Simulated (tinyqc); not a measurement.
Comparisons within one model: three-band tight binding of a dichalcogenide monolayer. A value that a table varies takes the place of the one given here.

Basis dz2, dxy, dx2-y2 on a triangular lattice, nearest neighbours; alpha = kx a/2, beta = sqrt3 ky a/2. h0 = e1 + 2 t0 (cos 2alpha + 2 cos alpha cos beta); h1 = -2 sqrt3 t2 sin alpha sin beta + 2i t1 (sin 2alpha + sin alpha cos beta); h2 = 2 t2 (cos 2alpha - cos alpha cos beta) + 2i sqrt3 t1 cos alpha sin beta; h11 = e2 + 2 t11 cos 2alpha + (t11 + 3 t22) cos alpha cos beta; h22 = e2 + 2 t22 cos 2alpha + (3 t11 + t22) cos alpha cos beta; h12 = sqrt3 (t22 - t11) sin alpha sin beta + 4i t12 sin alpha (cos alpha - cos beta) + i lam sz. H = [[h0, h1, h2], [., h11, h12], [., ., h22]], Hermitian; the lowest band of each spin is filled. K = (4 pi/3a, 0), M = (pi/a, pi/(sqrt3 a)).

Constants: hbar^2/2m0 = 3.80998211 eV angstrom^2.

Values chosen for the exercise (near a published set for monolayer MoS2; not measured data):

| symbol | value | unit | meaning |
|---|---|---|---|
| a | 3.19 | angstrom | lattice constant |
| e1 | 1.042 | eV | level of dz2 |
| e2 | 2.083 | eV | level of dxy and dx2-y2 |
| t0 | -0.184 | eV | hopping |
| t1 | 0.408 | eV | hopping |
| t2 | 0.506 | eV | hopping |
| t11 | 0.219 | eV | hopping |
| t12 | 0.34 | eV | hopping |
| t22 | 0.058 | eV | hopping |
| lam | 0.072 | eV | spin-orbit constant |

## Three bands against the two-band Dirac model at K

Masses from central differences along kx with step 0.002 1/angstrom, c = hbar^2/2m0; Berry curvature of the valence band from a counter-clockwise plaquette of side 0.001 1/angstrom, Omega = -arg(product of overlaps)/area. Two-band model: coupling A = (3 a/(2 sqrt2))(t1 + sqrt3 t2) between valence and conduction states, mass c G/A^2 for both, Omega_v = 2 A^2/G^2. sz = 0 drops the spin-orbit term.

At K:

| sz | G (eV) | m_c (m0) | m_v (m0) | two-band mass | Omega_v (angstrom^2) | two-band Omega |
|---|---|---|---|---|---|---|
| 1 | 1.6212 | 0.432 | 0.612 | 0.327 | 14.294 | 14.372 |
| 0 | 1.6932 | 0.454 | 0.665 | 0.342 | 13.104 | 13.175 |
| -1 | 1.7652 | 0.477 | 0.723 | 0.356 | 12.057 | 12.123 |

A = 4.3458 eV angstrom

How do the results move?

Without spin-orbit coupling the electron mass is 0.454 and the hole mass 0.665, against 0.342 for both in the two-band model: the third band and the curvature of the diagonal terms break the symmetry. The Berry curvature is -0.5 % from the two-band value. The smaller gap (sz = +1) has the larger curvature, by a factor 1.19.

## All hoppings scaled

The six hoppings are multiplied by f; e1, e2 and lam stay (real strain also moves e1 and e2, so this is no model of it). Closed forms: Ev(K) = e2 - (3/2)(t11 + t22) - 3 sqrt3 t12 + lam, Ec(K) = e1 - 3 t0, Ev(Gamma) = e1 + 6 t0.

Gaps (eV):

| f | direct gap at K | Ev(K) - Ev(Gamma) | Ec(K) - top of valence band |
|---|---|---|---|
| 0.85 | 1.2111 | 0.1965 | 1.2111 |
| 0.90 | 1.3478 | 0.1426 | 1.3478 |
| 0.94 | 1.4571 | 0.0995 | 1.4571 |
| 0.97 | 1.5392 | 0.0672 | 1.5392 |
| 1.00 | 1.6212 | 0.0348 | 1.6212 |
| 1.03 | 1.7032 | 0.0025 | 1.7032 |
| 1.06 | 1.7852 | -0.0299 | 1.7554 |
| 1.10 | 1.8946 | -0.0730 | 1.8216 |

What does this show?

The direct gap changes by +27.3 meV for each per cent of f. The top of the valence band passes between Gamma and K at f = 1.032; where it is at Gamma the gap to Ec(K) is indirect.

## What each parameter does

Spin up: gap at K, Ev(K) - Ev(Gamma), and masses at K by central differences along kx with step 0.002 1/angstrom, c = hbar^2/2m0. Each row changes one parameter from the base and keeps the others.

Results:

| case | gap at K (eV) | K - Gamma (eV) | m_c (m0) | m_v (m0) |
|---|---|---|---|---|
| base | 1.6212 | 0.0348 | 0.432 | 0.612 |
| t0 = -0.154 eV | 1.5312 | -0.1452 | 0.388 | 0.551 |
| lam = 0.042 eV | 1.6512 | 0.0048 | 0.441 | 0.633 |
| t22 = 0.088 eV | 1.6662 | -0.0102 | 0.450 | 0.662 |
| t1 = 0.378 eV | 1.6212 | 0.0348 | 0.470 | 0.669 |
| t11 = 0.189 eV | 1.5762 | 0.0798 | 0.414 | 0.574 |
| e1 = 1.072 eV | 1.6512 | 0.0048 | 0.444 | 0.633 |

What does this show?

The largest shifts from the base row, up to three for each result and ties (the steps differ in size, so this ranks the rows, not the parameters). gap at K (eV): t0 -0.0900, t22 +0.0450, t11 -0.0450; unchanged at the printed digits by t1. K - Gamma (eV): t0 -0.1800, t22 -0.0450, t11 +0.0450; unchanged at the printed digits by t1. m_c (m0): t0 -0.043, t1 +0.039, t22 +0.018. m_v (m0): t0 -0.061, t1 +0.058, t22 +0.050. t1 couples dz2 to the other orbitals and vanishes at K and Gamma, so only the masses feel it.

Program tinyqc; command `OMP_NUM_THREADS=1 python tinyqc.py 1481174 1481175 out.jsonl`; about 0.01 s on one thread of a shared Intel(R) Xeon(R) Processor @ 2.30GHz.
